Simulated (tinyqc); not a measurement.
Bandgap voltage reference from two bipolar transistors: output against temperature.

Two transistors of area 1 and N carry the same current I. Is(T) = Is (T/T0)^eta exp[(Vg0 q/kB)(1/T0 - 1/T)], VBE1 = Vt ln(I/Is(T)) + I rb, VBE2 = Vt ln(I/(N Is(T))) + I rb/N. The amplifier forces I R1(T) = VBE1 - VBE2 + Vos, with R(T) = R (1 + tc (T - T0)) for both resistors, and the output is Vref = VBE1 + I R2(T). Base currents and the Early effect are neglected.

Vt = kB T/q; I = (Vt ln N + Vos)/(R1(T) - rb (1 - 1/N)).

Parameters, values chosen for the exercise; values of the order met in silicon bipolar transistors:
- T0 = 300 K (reference temperature)
- Vg0 = 1.142 V (band-gap voltage extrapolated to 0 K)
- eta = 4.1 (temperature exponent of the saturation current)
- Is = 7.7e-16 A (saturation current of the unit transistor at T0)
- N = 24 (area ratio of the second transistor)
- R1 = 15 kohm (resistor across which the difference of VBE falls, at T0)
- tc = 1200 ppm/K (temperature coefficient of both resistors)
- Vos = 0 mV (offset of the amplifier)
- rb = 26 ohm (series resistance of the unit transistor)
- R2 = 114.1 kohm (output resistor at T0)

Constants: q = 1.602176634e-19 C, kB = 1.380649e-23 J/K. Results are converted to the units shown.

Result of one run:
```
I (uA)	VBE1 (V)	I R2 (V)	Vref (V)	Vref - Vref(T0) (mV)	dVref/dT (uV/K)
6.739	0.3151	0.8825	1.198	-15.10	-175.5
```

Which temperature T gave this result: 218, 233, 298, 323 or 423 K?

T = 423 K.

The whole series:
```
T (K)	I (uA)	VBE1 (V)	I R2 (V)	Vref (V)	Vref - Vref(T0) (mV)	dVref/dT (uV/K)
218	4.423	0.7590	0.4550	1.214	1.329	36.68
233	4.634	0.7281	0.4863	1.214	1.721	15.88
253	4.904	0.6864	0.5280	1.214	1.777	-10.02
273	5.160	0.6443	0.5697	1.214	1.333	-34.11
298	5.463	0.5909	0.6218	1.213	0.1262	-62.02
323	5.748	0.5369	0.6740	1.211	-1.751	-87.86
348	6.017	0.4823	0.7261	1.208	-4.252	-111.9
373	6.271	0.4271	0.7782	1.205	-7.334	-134.4
398	6.512	0.3713	0.8303	1.202	-10.96	-155.6
423	6.739	0.3151	0.8825	1.198	-15.10	-175.5
```

VBE1 falls by 2.17 mV/K on average and I R2 rises by 2.09 mV/K. The slope of Vref vanishes at T = 245 K. Between 233 and 398 K Vref spans 12.8 mV, or 64.0 ppm/K by the box method (span over the average over T, over 165 K).

Program tinyqc, `OMP_NUM_THREADS=1 python tinyqc.py 2062182 2062183 out.jsonl`; Intel Xeon 2.30GHz, shared host, one thread, about 0.02 s.
